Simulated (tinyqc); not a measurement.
Field dependence: Hall effect and magnetoresistance of several carrier groups with constant relaxation times. Computed by tinyqc, a small Python program. Command: `OMP_NUM_THREADS=1 python tinyqc.py 3011971 3011972 out.jsonl hall2 walk`. One thread of a shared host (Intel(R) Xeon(R) Processor @ 2.30GHz), about 0.01 s of CPU time with the checks.

Group 1 has charge -e and group 2 charge +e; s_i is that sign. B lies along z; mu B is formed with mu in m^2/(V s).

Inputs (values chosen for the exercise, for a model conductor):
```
quantity        value        unit
density n1    6.2e+17      1/cm^3
mobility mu1     7300  cm^2/(V s)
density n2    2.1e+19      1/cm^3
mobility mu2     1900  cm^2/(V s)
```

Carriers: electrons and holes. Densities: per volume.

Constants: e = 1.602176634e-19 C.

Method:
- Weak field: R_H(0) = sum s_i n_i mu_i^2/(e (sum n_i mu_i)^2); MR = c B^2 with c = n1 n2 mu1 mu2 (s1 mu1 - s2 mu2)^2/(n1 mu1 + n2 mu2)^2. Strong field: R_H = 1/(e sum s_i n_i); rho_xx saturates at (n1/mu1 + n2/mu2)/(e (sum s_i n_i)^2).
- sigma_xx = sum n_i e mu_i/(1 + mu_i^2 B^2); sigma_xy = sum s_i n_i e mu_i^2 B/(1 + mu_i^2 B^2).
- rho_xx = sigma_xx/(sigma_xx^2 + sigma_xy^2); Hall coefficient R_H = sigma_xy/(B (sigma_xx^2 + sigma_xy^2)), with B in V s/cm^2 (1 T = 1e-4 V s/cm^2); magnetoresistance MR = rho_xx(B)/rho_xx(0) - 1.

saturation MR = 19.1294 %

Against the field:
```
B (T)       mu1 B  rho_xx (ohm cm)  R_H (cm^3/C)      MR (%)
0.068  4.9640e-02       1.4054e-04       0.13558  3.5743e-02
0.21   1.5330e-01       1.4096e-04       0.13826  3.3554e-01
0.55   4.0150e-01       1.4342e-04       0.15391  2.0871e+00
1.4    1.0220e+00       1.5238e-04       0.21091  8.4634e+00
3.4    2.4820e+00       1.6264e-04       0.27615  1.5762e+01
8.2    5.9860e+00       1.6642e-04       0.30020  1.8452e+01
21     1.5330e+01       1.6722e-04       0.30530  1.9023e+01
55     4.0150e+01       1.6735e-04       0.30612  1.9114e+01
160    1.1680e+02       1.6737e-04       0.30624  1.9128e+01
```

What follows from these numbers?

MR starts as B^1.99 and ends as B^0.00; it saturates at 19.1 %. One group alone would show no magnetoresistance in this model. The rows with mu1 B well above 1 show the semiclassical limit; Landau quantisation is left out. Fields above 100 T are beyond ordinary laboratory magnets.
